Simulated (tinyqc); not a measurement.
MOSFET in saturation, small-signal circuit and noise: two steps of the calculation.

Bias by the inversion coefficient IC = I/Ispec (charge-based model with velocity saturation; weak inversion below 0.1, strong above 10). Common-source circuit: gm, gds, Cgs, Cgd and Cj at the inner nodes, Rg in series with the gate; quasi-static, no source or drain resistance, no gate-body capacitance, no substrate network, no induced gate noise, so fmax is an upper estimate.

Parameters, values chosen for the exercise: gate length L = 350 nm; total gate width W = 5 um; gate capacitance Cox = 1.21 uF/cm^2; overlap and fringe capacitance per side Cov = 0.25 fF/um; drain junction capacitance Cj = 0.55 fF/um; sheet resistance of the gate Rsh = 8 ohm; finger width Wf = 4 um; gate contact and vertical resistance Rc = 200 ohm um; inversion coefficient IC = 5.6; signal frequency f = 0.7 GHz.

Question 1. Capacitances, gate resistance and cut-off frequencies. qs = [sqrt(1 + 4 IC) - 1]/2, Cgs = Cox W L qs (2 qs + 3)/(3 (qs + 1)^2) + Cov W, Cgd = Cov W, Cd = Cj W, Rg = Rsh (Wf/L)/(12 Nf) + Rc/W with Nf = W/Wf fingers (not rounded) contacted at both ends. fT = gm/(2 pi (Cgs + Cgd)), fmax = fT/(2 sqrt(Rg (gds + 2 pi fT Cgd))).

gm = 0.28942358 mS
gds = 0.0028942358 mS

Find: Cgs; Cgd; Cd; Rg; fT; fmax.

Answer 1.

Cgs = 12.120 fF
Cgd = 1.2500 fF
Cd = 2.7500 fF
Rg = 46.095 ohm
fT = 3.4453 GHz
fmax = 46.360 GHz

Overlap and fringe make up 18.7 % of the gate capacitance; fmax is 13.5 times fT.

Question 2. Current gain and unilateral power gain. |h21| = |Y21/Y11|; U = |Y21 - Y12|^2/(4 [Re Y11 Re Y22 - Re Y12 Re Y21]). Extrapolated at 20 dB a decade: f |h21| and f sqrt(U).

Y with Rg (mS):
```
                            1                            2
1  0.0001593882+0.0588028537i  -0.0000149019-0.0054977468i
2  0.2894065485-0.0062822385i   0.0028958278+0.0176662608i
```

Wanted: |h21|; U; f |h21|; f sqrt(U).

Answer 2.

|h21| = 4.9228
U = 4386.3
f |h21| = 3.4459 GHz
f sqrt(U) = 46.360 GHz

Numbers from tinyqc (`OMP_NUM_THREADS=1 python tinyqc.py 2150055 2150056 out.jsonl`; about 0.03 s on one thread of a shared Intel Xeon 2.30GHz).
